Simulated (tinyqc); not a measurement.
## Gain factor and gap resistance from two string resistances

Inverse problem. At small bit-line voltage each of the 96 cells has the resistance 1/(K x) at overdrive x (no mobility reduction) in series with a gap resistance Rg. Find K, Rg and the share of the gaps at the higher overdrive.

resistance of a string of 96 equal cells at overdrives of 3.2 and 7 V (kohm): 1781.8667  877.10476

Answer. The resistance per cell is a straight line in 1/x with slope 1/K and intercept Rg.

K = 18.00 uA/V^2
Rg = 1.200 kohm
share of the gaps = 13.13 %

Numbers from tinyqc (`OMP_NUM_THREADS=1 python tinyqc.py 2142016 2142017 out.jsonl`; about 0.7 s on one thread of a shared Intel Xeon 2.30GHz).
